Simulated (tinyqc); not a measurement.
Comparisons within one model: Slater-Koster d bands of a bcc metal. A value that a table varies takes the place of the one given here.

Slater-Koster d bands. For a bond with direction cosines (l, m, n) the 5 x 5 block is dds Ps + ddp Pp + ddd (1 - Ps - Pp), the projectors on sigma, pi and delta states about the bond; for instance <xy|xy> = 3 l^2 m^2 dds + (l^2 + m^2 - 4 l^2 m^2) ddp + (n^2 + l^2 m^2) ddd, <xy|yz> = 3 l m^2 n dds + l n (1 - 4 m^2) ddp + l n (m^2 - 1) ddd and <3z2-r2|3z2-r2> = (n^2 - (l^2 + m^2)/2)^2 dds + 3 n^2 (l^2 + m^2) ddp + (3/4)(l^2 + m^2)^2 ddd. H(k) sums the blocks times cos(k.R) over the neighbours; the d level is the zero of energy; k in 2 pi/a.

Neighbours: eight at (a/2)(1,1,1) and equivalents, and six at a(1,0,0) and equivalents with the integrals times f2.

Mesh: k = f1 b1 + f2 b2 + f3 b3 with fractions (j + 1/2)/N, j = 0 to N - 1, and b = (-1,1,1), (1,-1,1), (1,1,-1) for fcc, (0,1,1), (1,0,1), (1,1,0) for bcc, unit vectors for simple cubic. The lowest Nd/10 of all levels are filled with two electrons each; the bond energy is their sum per atom.

Values chosen for the exercise (of the size met in W; the results hold for these values, not for the real material):

| symbol | value | unit | meaning |
|---|---|---|---|
| dds | -1.46 | eV | dd sigma |
| ddp | 0.686 | eV | dd pi |
| ddd | -0.146 | eV | dd delta |
| f2 | 0.51 |  | factor on all three integrals for second neighbours |
| N | 8 |  | mesh |

## Band filling: full bands against the rectangular model

W = sqrt(12 mu2) with mu2 the mean square level on the mesh; rectangular model: Fermi level W (Nd/10 - 1/2), bond energy -W Nd (10 - Nd)/20. The Fermi level of the mesh is the highest filled level.

Per atom (eV):

| Nd | EF, bands | bond energy, bands | EF, rectangle | bond energy, rectangle |
|---|---|---|---|---|
| 1 | -3.244 | -3.716 | -3.382 | -3.805 |
| 2 | -2.684 | -6.675 | -2.536 | -6.764 |
| 3 | -2.073 | -9.112 | -1.691 | -8.878 |
| 4 | -0.952 | -10.723 | -0.845 | -10.146 |
| 5 | 0.760 | -10.720 | 0.000 | -10.569 |
| 6 | 1.329 | -9.677 | 0.845 | -10.146 |
| 7 | 1.746 | -8.211 | 1.691 | -8.878 |
| 8 | 2.203 | -6.357 | 2.536 | -6.764 |
| 9 | 3.169 | -3.806 | 3.382 | -3.805 |

W = 8.455 eV
full width on the mesh = 9.678 eV

The bond energy is deepest at Nd = 4 (-10.723 eV); the rectangle has its minimum at 5. The two differ most at Nd = 7, by 0.666 eV or 6 % of the deepest value: the second moment fixes the parabola, and higher moments the rest. At Nd = 3 and 7 the bands give -9.112 and -8.211 eV, a skew towards less than half filling.

## Which lattice a d-band metal prefers

fcc has twelve neighbours, bcc eight and six (the six times f2), simple cubic six. The integrals of bcc and sc are scaled so that all three have the second moment of fcc, which stands for equal repulsion (structural energy difference theorem). s and p electrons are left out.

Bond energy per atom:

| Nd | fcc (eV) | bcc - fcc (meV) | sc - fcc (meV) |
|---|---|---|---|
| 1 | -4.413 | 250 | -340 |
| 2 | -7.509 | 31 | -181 |
| 3 | -9.859 | -350 | 170 |
| 4 | -11.503 | -510 | 796 |
| 5 | -12.051 | 41 | 1104 |
| 6 | -11.412 | 571 | 705 |
| 7 | -9.715 | 516 | 27 |
| 8 | -7.266 | 143 | -425 |
| 9 | -3.998 | -266 | -755 |

scale factors: bcc 1.1203, sc 1.4142

mu3/mu2^1.5: fcc -0.104, bcc -0.100, sc 0.000

mu4/mu2^2: fcc 1.810, bcc 1.744, sc 2.582

largest change of a difference when N is raised to 14 = 82 meV

fcc is lowest for Nd = 5, 6 and 7. bcc is lowest for Nd = 3 and 4. sc is lowest for Nd = 1, 2, 8 and 9. bcc gains most on fcc at Nd = 4 (-510 meV). A small fourth moment marks a two-peaked band, which tends to favour fillings near one half; bcc has -4 % against fcc, and at Nd = 5 it lies +41 meV from fcc, which the fourth moment alone does not explain (differences of a few tens of meV are within the error of the mesh; hcp is left out, and this d-only model can miss the lattice of the real metal). The third moments, from three-membered rings, skew the bands. That simple cubic wins anywhere comes from keeping d bands and equal second moments alone; no transition metal takes it. Differences below about 82 meV are within the error of this mesh, and the s and p electrons left out weigh most where the d band is nearly empty or full.

## What each integral does

Levels at Gamma, E(t2g) = (8/3) dds + (16/9) ddp + (32/9) ddd + f2 (4 ddp + 2 ddd), E(eg) = (16/3) ddp + (8/3) ddd + f2 (3 dds + 3 ddd), and W = sqrt(12 mu2), the width of a rectangular band with the same second moment mu2 = z (dds^2 + 2 ddp^2 + 2 ddd^2)/5, z = 8 + 6 f2^2. Each row changes one parameter from the base and keeps the others.

Results:

| case | t2g (eV) | eg (eV) | W (eV) |
|---|---|---|---|
| base | -1.9424 | 0.8122 | 8.4549 |
| dds = -1.241 eV | -1.3584 | 1.1472 | 7.6100 |
| ddp = 0.7889 eV | -1.5495 | 1.3610 | 8.8572 |
| ddd = -0.1679 eV | -2.0426 | 0.7202 | 8.4735 |
| f2 = 0.4335 | -2.1299 | 1.1807 | 8.2612 |

The largest shifts from the base row, up to three for each result and ties (the steps differ in size, so this ranks the rows, not the parameters). t2g (eV): dds +0.5840, ddp +0.3928, f2 -0.1876. eg (eV): ddp +0.5488, f2 +0.3686, dds +0.3351. W (eV): dds -0.8449, ddp +0.4023, f2 -0.1937. The ratio of the shifts of t2g and eg names the integral: it is the ratio of the coefficients in the two formulas.

Run: tinyqc, `OMP_NUM_THREADS=1 python tinyqc.py 1452699 1452700 out.jsonl`; Intel(R) Xeon(R) Processor @ 2.30GHz, one thread, shared host; about 0.05 s of CPU time with all checks.
